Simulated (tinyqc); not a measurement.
Short-period [001] superlattice in sp3s* tight binding, step by step. Values are carried at full precision from step to step, so a last printed digit may differ when a step is redone from the rounded ones.

sp3s* tight binding, nearest neighbours only: anion (a) at 0, cation (c) at a/4 (1,1,1), orbitals s, px, py, pz, s* on each; k in units of 2 pi/a. With phases e_j = exp(i (pi/2) k.n_j) for n = (1,1,1), (1,-1,-1), (-1,1,-1), (-1,-1,1): g0 = (e1+e2+e3+e4)/4, g1 = (e1+e2-e3-e4)/4, g2 = (e1-e2+e3-e4)/4, g3 = (e1-e2-e3+e4)/4. The diagonal holds the levels Esa, Epa, Exa (s*) and Esc, Epc, Exc. Anion-cation block: <sa|sc> = Vss g0; <sa|xc> = Vsapc g1; <xa|sc> = -Vscpa g1; <xa|xc> = Vxx g0; <xa|yc> = <ya|xc> = Vxy g3, <xa|zc> = <za|xc> = Vxy g2, <ya|zc> = <za|yc> = Vxy g1; <s*a|xc> = Vxapc g1; <xa|s*c> = -Vpaxc g1; y and z take g2 and g3 in place of g1; s-s* and s*-s* vanish.

Inputs chosen for the exercise (A near a published set for GaAs, B for AlAs; shifted at random, so the results belong to these values and not to a real crystal):
```
symbol  value                                                                                         unit  meaning
pA      (-8.345, 1.04, -2.655, 3.666, 8.598, 6.738, -6.464, 1.95, 5.065, 4.475, 5.784, 4.837, 4.813)  eV    order Esa, Epa, Esc, Epc, Exa, Exc, Vss, Vxx, Vxy, Vsapc, Vscpa, Vxapc, Vpaxc
pB      (-7.529, 0.982, -1.162, 3.583, 7.48, 6.728, -6.649, 1.877, 4.296, 5.116, 5.507, 4.51, 4.98)   eV    the same for B
dEv     0.54                                                                                          eV    valence offset: Ev(B) lies this far below Ev(A)
n       2                                                                                                   monolayers of A
m       1                                                                                                   monolayers of B
```

## Band line-up of the two bulk crystals

Edges on the common scale: Ev, the conduction level at Gamma, the minimum on (kx,0,0) for kx from 0.5 to 1, and the level at X.

Edges (eV):
```
crystal       Ev   Gamma  Delta minimum       X
A         0.0000  1.5602         2.0301  2.0301
B        -0.5400  2.4873         1.7399  1.7705
```

For Gamma electrons A is the well, 0.927 eV deep; for X electrons B is, 0.260 eV deep; holes sit in A.

## Shifted levels

Planes alternate anion, cation along [001], a/4 apart; at zero in-plane momentum s, pz, s* form one block. All levels of A are shifted so that its Ev (lower root of [[Epa, Vxx], [Vxx, Epc]]) is 0, and those of B so that its Ev is -dEv. A monolayer is an anion plane and the cation plane above it; an anion between unlike cations takes the mean of the two anion levels; each bond takes the couplings of its cation. Block from an anion to the cation above: U with Vss/2 (s,s), Vsapc/2 (s,z), -Vscpa/2 (z,s), Vxx/2 (z,z), Vxapc/2 (s*,z), -Vpaxc/2 (z,s*); to the cation below: the same with the s-z and s*-z signs reversed. The cell of n + m monolayers is closed with the phase exp(2 pi i q). No spin-orbit coupling. In this block 2 (n + m) levels are filled.

Parameters in the order Esa, Epa, Esc, Epc, Exa, Exc, Vss, Vxx, Vxy, Vsapc, Vscpa, Vxapc, Vpaxc. Find Ev of each set and shift the levels.

Ev before the shift (eV): A 0.0022, B -0.0010

Levels (eV):
```
plane                  s       p      s*
anion A          -8.3472  1.0378  8.5958
cation A         -2.6572  3.6638  6.7358
anion B          -8.0680  0.4430  6.9410
cation B         -1.7010  3.0440  6.1890
interface anion  -8.2076  0.7404  7.7684
```

## The matrix for n = 2, m = 1 at q = 0

Planes in the order a1, c1, a2, c2, ...; the A cations come first.

H (eV):
```
        sa1     za1     *a1     sc1     zc1     *c1     sa2     za2     *a2     sc2     zc2     *c2
sa1  -8.208       0       0  -3.232   2.237       0       0       0       0       0       0       0
za1       0   0.740       0  -2.892   0.975  -2.406       0       0       0       0       0       0
*a1       0       0   7.768       0   2.418       0       0       0       0       0       0       0
sc1  -3.232  -2.892       0  -2.657       0       0  -3.232   2.892       0       0       0       0
zc1   2.237   0.975   2.418       0   3.664       0  -2.237   0.975  -2.418       0       0       0
*c1       0  -2.406       0       0       0   6.736       0   2.406       0       0       0       0
sa2       0       0       0  -3.232  -2.237       0  -8.347       0       0  -3.232   2.237       0
za2       0       0       0   2.892   0.975   2.406       0   1.038       0  -2.892   0.975  -2.406
*a2       0       0       0       0  -2.418       0       0       0   8.596       0   2.418       0
sc2       0       0       0       0       0       0  -3.232  -2.892       0  -2.657       0       0
zc2       0       0       0       0       0       0   2.237   0.975   2.418       0   3.664       0
*c2       0       0       0       0       0       0       0  -2.406       0       0       0   6.736
sa3       0       0       0       0       0       0       0       0       0  -3.232  -2.237       0
za3       0       0       0       0       0       0       0       0       0   2.892   0.975   2.406
*a3       0       0       0       0       0       0       0       0       0       0  -2.418       0
sc3  -3.325   2.753       0       0       0       0       0       0       0       0       0       0
zc3  -2.558   0.939  -2.255       0       0       0       0       0       0       0       0       0
*c3       0   2.490       0       0       0       0       0       0       0       0       0       0

        sa3     za3     *a3     sc3     zc3     *c3
sa1       0       0       0  -3.325  -2.558       0
za1       0       0       0   2.753   0.939   2.490
*a1       0       0       0       0  -2.255       0
sc1       0       0       0       0       0       0
zc1       0       0       0       0       0       0
*c1       0       0       0       0       0       0
sa2       0       0       0       0       0       0
za2       0       0       0       0       0       0
*a2       0       0       0       0       0       0
sc2  -3.232   2.892       0       0       0       0
zc2  -2.237   0.975  -2.418       0       0       0
*c2       0   2.406       0       0       0       0
sa3  -8.208       0       0  -3.325   2.558       0
za3       0   0.740       0  -2.753   0.939  -2.490
*a3       0       0   7.768       0   2.255       0
sc3  -3.325  -2.753       0  -1.701       0       0
zc3   2.558   0.939   2.255       0   3.044       0
*c3       0  -2.490       0       0       0   6.189
```

## Levels of the small cell

Diagonalise (s, pz, s* block of a cell with n = 2, m = 1; px and py are apart). The lowest 6 levels are filled. Give the share of the cation weight of the lowest empty level that lies on the A cations, c1 and c2.

levels (eV): [-12.471, -11.110, -10.906, -5.828, -5.517, -0.177, 1.803, 2.173, 2.208, 2.704, 2.763, 4.480, 6.552, 8.016, 9.259, 9.446, 10.438, 11.075]

share on A cations = 0.827

The lowest empty level is number 7, at 1.803 eV.

## Checks

- Cell of two equal monolayers against the bulk levels at Gamma and X: they agree to 1e-10 or better.

Run: tinyqc, `OMP_NUM_THREADS=1 python tinyqc.py 1481295 1481296 out.jsonl`; Intel(R) Xeon(R) Processor @ 2.30GHz, one thread, shared host; about 0.4 s of CPU time with all checks.
